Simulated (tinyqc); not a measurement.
RHF in the 3-21g basis, for H-, spin multiplicity 1, step by step. The basis has no diffuse functions, so it cannot describe the extra electron: this is an exercise in the method, not the real anion. One step of it, computed by the program tinyqc.

Problem. Iteration 3: diagonalisation and new density. A level shift of 1 hartree raises the virtual space: F + shift (S - S D(s) S), with D(s) the density of one spin (D/2). Diagonalise F' = X^T F X, C = X C', fill 1 alpha and 1 beta electrons from the bottom; D = 2 C_occ C_occ^T. Each column has its largest component positive (the first on a tie).

extrapolated F (hartree), order 1H 1s, 1H 2s:
```
[[1.197957, 0.574105],
 [0.574105, 0.842163]]
```

X, order 1H 1s, 1H 2s:
```
[[1.229980, -0.450512],
 [-0.450512, 1.229980]]
```

D after iteration 2, order 1H 1s, 1H 2s:
```
[[0.869399, -1.700962],
 [-1.700962, 3.327901]]
```

overlap S, order 1H 1s, 1H 2s:
```
[[1.000000, 0.645899],
 [0.645899, 1.000000]]
```

Give: F' = X^T F X; orbital energies; coefficients C; D after iteration 3.

Solution.

F' = X^T F X (hartree):
```
[[2.3162, 0.0273],
 [0.0273, 0.9117]]
```

orbital energies (hartree): [0.9112, 2.3168]

coefficients C, order 1H 1s, 1H 2s:
```
[[-0.4743, 1.2210],
 [1.2385, -0.4265]]
```

D after iteration 3, order 1H 1s, 1H 2s:
```
[[0.4500, -1.1749],
 [-1.1749, 3.0678]]
```
